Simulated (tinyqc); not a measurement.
Bandgap voltage reference from two bipolar transistors: one step of the calculation.

Two transistors of area 1 and N carry the same current I. Is(T) = Is (T/T0)^eta exp[(Vg0 q/kB)(1/T0 - 1/T)], VBE1 = Vt ln(I/Is(T)) + I rb, VBE2 = Vt ln(I/(N Is(T))) + I rb/N. The amplifier forces I R1(T) = VBE1 - VBE2 + Vos, with R(T) = R (1 + tc (T - T0)) for both resistors, and the output is Vref = VBE1 + I R2(T). Base currents and the Early effect are neglected.

Task. Operating point at the reference temperature. Vt = kB T/q; I = (Vt ln N + Vos)/(R1(T) - rb (1 - 1/N)). Evaluate at T = T0.

Inputs (values chosen for the exercise); values of the order met in silicon bipolar transistors:
- T0 = 300 K (reference temperature)
- Vg0 = 1.164 V (band-gap voltage extrapolated to 0 K)
- eta = 4 (temperature exponent of the saturation current)
- Is = 2.2e-18 A (saturation current of the unit transistor at T0)
- N = 8 (area ratio of the second transistor)
- R1 = 18 kohm (resistor across which the difference of VBE falls, at T0)
- tc = 0 ppm/K (temperature coefficient of both resistors)
- Vos = 0 mV (offset of the amplifier)
- rb = 49 ohm (series resistance of the unit transistor)
- R2 = 178.6 kohm (output resistor at T0)

Constants: q = 1.602176634e-19 C, kB = 1.380649e-23 J/K. Results are converted to the units shown.

Give: Vt; I; Is(T); VBE1; I R2; Vref.

Result.

Vt = 0.02585 V
I = 2.994 uA
Is(T) = 2.200e-18 A
VBE1 = 0.7224 V
I R2 = 0.5347 V
Vref = 1.257 V

tinyqc, about 0.02 s, one thread, Intel Xeon 2.30GHz (shared host): `OMP_NUM_THREADS=1 python tinyqc.py 2062033 2062034 out.jsonl`
